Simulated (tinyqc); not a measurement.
## Surface potential of a MOS transistor: implicit equation and explicit approximations: accuracy of the approximations against gate voltage

p-type body, charge-sheet picture, depletion and inversion only, full ionisation (an idealisation for deep acceptors), Boltzmann statistics (rough once Na exp(x - xn) passes about Nc/7). In units of Vt: xg = (Vg - Vfb)/Vt, x = psi/Vt, G = gamma/sqrt(Vt), xn = (2 phiF + Vc)/Vt. The implicit equation is (xg - x)^2 = G^2 [x - 1 + exp(x - xn)] for x above about 3. Cox = eps0 eox/tox.

ni = sqrt(Nc Nv) exp(-Eg/(2 Vt)), Eg in volts; phiF = Vt ln(Na/ni); gamma = sqrt(2 q eps0 eps_r Na)/Cox; VT = Vfb + Vt (xn + G sqrt(xn - 1)). Depletion value a = 1 + [sqrt(G^2/4 + xg - 1) - G/2]^2; inversion value b = xn + ln[(xg - xn)^2/G^2 - xn + 1] and first guess y = min(a, b) - ln(1 + exp(-|a - b|)) if a > xn + 1, else b = y = a; one second-order correction with D = exp(y - xn), p = 2 (xg - y) + G^2 (1 + D), w = (xg - y)^2 - G^2 (y - 1 + D): z = y + 2 w/(p + sqrt(p^2 - 2 (2 - G^2 D) w)), or the Newton step z = y + w/p where the root is not real. N_inv = (Cox Vt G/q) [sqrt(x - 1 + exp(x - xn)) - sqrt(x - 1)] at the root. Lambert form (Cox m Vt/q) W0[(G/(2 m sqrt(xn - 1))) exp((Vg - VT)/(m Vt))], m = 1 + G/(2 sqrt(xn - 1)). Errors under 1e-4 mV, and the linear form below VT, are printed as 0.

Values chosen for this exercise; band and dielectric values close to those of silicon: temperature T = 400 K; band gap Eg = 1.13 eV; relative permittivity eps_r = 11.9; conduction-band density of states at T Nc = 4.28e19 cm^-3; valence-band density of states at T Nv = 4.06e19 cm^-3; relative permittivity of the gate insulator (close to silicon dioxide) eox = 3.9; insulator thickness tox = 5.5 nm; acceptor density Na = 5.8e16 cm^-3; flat-band voltage Vfb = -0.73 V; channel-body voltage Vc = 0 V.

Constants: q = 1.602176634e-19 C, kB = 1.380649e-23 J/K, Vt = kB T/q, eps0 = 8.8541878128e-14 F/cm where lengths are in cm. Results are converted to the units shown.

Accuracy of the approximations against gate voltage:

| Vg (V) | psi (V) | x - xn | error of y (mV) | error of z (mV) | N_inv (cm^-2) | Cox (Vg - VT)/q (cm^-2) | Lambert form (cm^-2) |
|---|---|---|---|---|---|---|---|
| -0.27 | 0.3373 | -9.841 | 3.09e-4 | 0 | 1.455e6 | 0 | 7.997e5 |
| -0.07 | 0.5068 | -4.925 | 0.0349 | 0 | 1.590e8 | 0 | 1.303e8 |
| 0.13 | 0.6766 | 0.002545 | 4.16 | -1.19e-3 | 1.859e10 | 1.898e10 | 1.881e10 |
| 0.33 | 0.7842 | 3.122 | 27.1 | -6.30 | 3.247e11 | 8.027e11 | 3.519e11 |
| 0.53 | 0.8297 | 4.443 | 25.7 | -8.52 | 9.073e11 | 1.586e12 | 9.783e11 |
| 0.73 | 0.8571 | 5.239 | 20.3 | -2.27 | 1.570e12 | 2.370e12 | 1.679e12 |
| 0.93 | 0.8768 | 5.810 | 17.0 | -1.11 | 2.267e12 | 3.154e12 | 2.407e12 |
| 1.13 | 0.8923 | 6.258 | 14.7 | -0.652 | 2.983e12 | 3.938e12 | 3.150e12 |
| 1.33 | 0.9049 | 6.625 | 13.0 | -0.425 | 3.711e12 | 4.721e12 | 3.900e12 |

psi rises from 0.337 to 0.905 V and ends 6.6 Vt above 2 phiF + Vc. Among the rows the first guess is off by at most 27 mV (at Vg = 0.33 V) and the corrected value by at most 8.5 mV. In the last row the linear form is 27 % above N_inv and the Lambert form 5.1 % above it; in the first row the Lambert form is 45 % below it. For Vg = 0.73, 0.93, 1.13, 1.33 the electron quasi-Fermi level lies less than 2 Vt below the band edge at the surface, or above it, where degeneracy and confinement, left out, matter.

Numbers from tinyqc (`OMP_NUM_THREADS=1 python tinyqc.py 2122060 2122061 out.jsonl`; about 0.01 s on one thread of a shared Intel Xeon 2.30GHz).
